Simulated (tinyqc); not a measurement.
## MOS inversion layer, Poisson-Schroedinger loop: effect of the sheet density of electrons

Electrons confined at an insulator interface at z = 0, treated as a hard wall; parabolic valleys, Hartree approximation, no image or exchange terms. The depletion charge lies far deeper than the electrons and gives a uniform field q Nd/(eps0 eps_r); the gate balances all charge. Energies are counted from the band edge at the interface.

Schroedinger equation -(C/mz) psi'' + (V0 + U) psi = E psi, C = hbar^2/(2 m0), psi(0) = 0, on a uniform mesh of 800 nodes with a far wall at 18 nm, 8 levels a set; V0 = q Nd z/(eps0 eps_r); dU/dz = q (Ns - integral of n from 0 to z)/(eps0 eps_r), U(0) = 0; N_k = g md m0 q Vt/(pi hbar^2) ln(1 + exp((EF - E_k)/Vt)), g the number of valleys of the set, sum N_k = Ns. Triangular well: E_k = a_k (C F^2/mz)^(1/3), a_1 = 2.338107, a_2 = 4.087949, C = hbar^2/(2 m0), F in eV/nm. Fang-Howard (all electrons in the lowest level of set A): b^3 = 6 (mz1/C) q (Nd + 11 Ns/32)/(eps0 eps_r), centroid 3/b, level C b^2/(4 mz1) + (3/b) q (Nd + 11 Ns/16)/(eps0 eps_r). The centroid adds 3.9 z_av/eps_r to an oxide-equivalent thickness. Shares under 0.0001 % are printed as 0.

Parameters, values chosen for the exercise; masses and permittivity close to those of silicon (111): temperature T = 77 K; relative permittivity eps_r = 11.9; mass along z of valley set A (6 valley(s)) mz1 = 0.261 m0; in-plane density-of-states mass of set A md1 = 0.365 m0; sheet density of depletion charge Nd = 2.9e12 cm^-2.

Constants: q = 1.602176634e-19 C, kB = 1.380649e-23 J/K, hbar = 1.054571817e-34 J s, m0 = 9.1093837015e-31 kg, Vt = kB T/q, eps0 = 8.8541878128e-14 F/cm where lengths are in cm, hbar^2/(2 m0) = 0.0380998212 eV nm^2. Results are converted to the units shown.

The same in every row: share of A1 (%) = 100; share of A2 (%) = 0.

Results:
```
Ns (cm^-2)	A1 (meV)	A2 (meV)	EF (meV)	centroid z_av (nm)	added oxide equivalent (nm)	Fang-Howard centroid (nm)
1e11	156	272	129	2.31	0.758	2.45
4.5e11	165	282	148	2.28	0.747	2.42
9.7e11	179	298	167	2.23	0.732	2.37
2.1e12	206	329	200	2.15	0.704	2.28
4.4e12	257	389	257	2.01	0.657	2.14
9.4e12	354	502	363	1.80	0.589	1.92
2e13	528	702	549	1.54	0.506	1.64
```

Estimate the missing row, Ns = 2.1e11 cm^-2.

Computed row:
```
Ns (cm^-2)	A1 (meV)	A2 (meV)	EF (meV)	centroid z_av (nm)	added oxide equivalent (nm)	Fang-Howard centroid (nm)
2.1e11	159	275	137	2.30	0.755	2.44
```

With this row back in the table: As Ns goes from 1e11 to 2e13, A1 rises from 156 to 528 meV, the share of A1 stays near 100 % and the centroid falls from 2.31 to 1.54 nm. A1 goes as Ns^(0.53) between the last two rows (a triangular well in the field of that charge alone gives 2/3). EF lies more than 2 meV above A1 for Ns = 9.4e12, 2e13. The Fang-Howard centroid is 6.0 % above the full one in the first row, where A1 holds 100 %, and 6.4 % above it in the last, where A1 holds 100 %.

tinyqc, about 0.3 s, one thread, Intel Xeon 2.30GHz (shared host): `OMP_NUM_THREADS=1 python tinyqc.py 2160039 2160040 out.jsonl`
